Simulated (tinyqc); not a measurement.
Inside a calculation. Method: G0W0 on RHF in the sto-3g basis, for H3+, spin multiplicity 1. One step of it, computed by the program tinyqc.

Task: G0W0 on Hartree-Fock: HOMO. W(p,q,m) = sqrt2 sum_ia (pq|ia) (X+Y)_ia,m; Sigma_c(x) = sum_(i,m) W^2/(x - e_i + w_m) + sum_(a,m) W^2/(x - e_a - w_m); solve x = e_p + Sigma_c(x) by Newton steps; Z = 1/(1 - dSigma/dx); 1 hartree = 27.211386 eV.

orbital energies (hartree): MO1 -1.004804, MO2 -0.330845, MO3 0.325469

Two-electron integrals over orbitals (pq|rs), unique and non-zero (hartree):
```
(11|11) 0.582319    (21|21) 0.146063    (22|11) 0.495750    (22|22) 0.543078
(31|11) 0.098372    (31|22) -0.032930   (31|31) 0.133572    (32|21) -0.139315
(32|32) 0.157876    (33|11) 0.587177    (33|22) 0.526703    (33|31) 0.084778
(33|33) 0.629016
```

excitation energies w (hartree): 0.920861  1.574920

X + Y:
```
            1         2
1>2  0.855500  0.000000
1>3  0.000000  0.919054
```

Give: The 12 largest terms at x = e_p; Newton steps; quasiparticle energy of the HOMO; Hartree-Fock value.

Result:

The 12 largest terms at x = e_p (hartree; W for the signs of X + Y given):
```
q  m       W     term
2  1  0.1767  -0.0196
1  2  0.1279   0.0104
3  2  0.1736  -0.0104
```

Newton steps (hartree):
```
step        x  Sigma_c(x)       Z
0     -1.0048     -0.0196  0.9781
1     -1.0240     -0.0191  0.9782
2     -1.0240     -0.0191  0.9782
```

quasiparticle energy of the HOMO = -27.8632 eV

Hartree-Fock value = -27.3421 eV
